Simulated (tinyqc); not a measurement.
# Trap density and scattering coefficient from 1/f noise

Question. f S = K0 (1 + ac mu Cox I/gm)^2 with K0 = q^2 Vt lt Nt/(W L Cox^2), Vt in eV and Nt per eV. Find K0, Nt and ac.

Values chosen for this exercise:
- T = 350 K (temperature)
- L = 65 nm (gate length)
- W = 40 um (total gate width)
- Cox = 1.04 uF/cm^2 (gate capacitance)
- mu = 130 cm^2/(V s) (mobility)
- lt = 0.1 nm (tunnelling length into the oxide)

Constants: q = 1.602176634e-19 C, kB = 1.380649e-23 J/K, Vt = kB T/q. Results are converted to the units shown.

I/gm at two biases (V): 0.0437352337  0.317586096
f S at these biases (V^2): 5.13295011e-10  6.31448801e-10

Answer. sqrt(f S) is linear in I/gm: the intercept is sqrt(K0), and slope over intercept is ac mu Cox.

K0 = 4.96e-10 V^2
Nt = 1.80e18 cm^-3 eV^-1
ac = 3.00e3 V s/C

Numbers from tinyqc (`OMP_NUM_THREADS=1 python tinyqc.py 2150103 2150104 out.jsonl`; about 0.01 s on one thread of a shared Intel Xeon 2.30GHz).
